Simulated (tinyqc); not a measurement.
The network against temperature: hopping conduction between localised states. Computed by tinyqc, a small Python program. Command: `OMP_NUM_THREADS=1 python tinyqc.py 3000395 3000396 out.jsonl hop walk`. One thread of a shared host (Intel(R) Xeon(R) Processor @ 2.30GHz), about 0.01 s of CPU time with the checks.

Energies are counted from the Fermi level. A small network shows the mechanism; the laws of an infinite system follow.

Inputs (values chosen for the exercise, for a model defective oxide): localisation length xi = 0.49 nm; temperature T = 27 K.

Dimension: 3D.

sites of the small network (nm, nm, meV):
```
      x     y  energy
1     0  0.71    1.16
2  0.47  0.99    6.71
3  1.18  0.09   -9.04
4  1.87   1.2  -13.92
5  2.55  0.85   -9.01
6  3.11  1.06   -7.83
7  3.72  0.97  -13.47
8   4.4   0.4      -1
```

Constants: k_B = 8.617333262e-05 eV/K.

Method:
- Miller-Abrahams exponent s_ij = 2 r_ij/xi + (|E_i| + |E_j| + |E_i - E_j|)/(2 k_B T); G_ij = G_0 exp(-s_ij).
- Site 1 is held at potential 1 and site 8 at 0; Kirchhoff's law sum_j G_ij (u_i - u_j) = 0 fixes the others; G = sum_j G_1j (1 - u_j).
- Critical exponent s_c: the smallest value such that bonds with s_ij <= s_c connect site 1 with site 8.
- The last column is the length of the critical bond.

Network:

| T (K) | -ln(G/G_0) | s_c | critical hop (nm) |
|---|---|---|---|
| 8.1 | 20.029 | 20.054 | 1.3330 |
| 12.0 | 15.920 | 15.305 | 1.3330 |
| 19.0 | 12.467 | 11.916 | 1.5667 |
| 27.0 | 10.607 | 10.280 | 1.5667 |
| 40.0 | 9.049 | 9.017 | 1.5667 |
| 68.0 | 7.581 | 7.710 | 1.3070 |
| 140.0 | 6.410 | 6.488 | 1.3070 |
| 400.0 | 5.653 | 5.738 | 1.3070 |

-ln(G/G_0) follows s_c within 0.7. The critical hop is 1.33 nm long at the lowest T and 1.31 nm at the highest: in this small sample the range does not grow on cooling.

Extremes, crossings and ranges named in words are read from the listed rows.
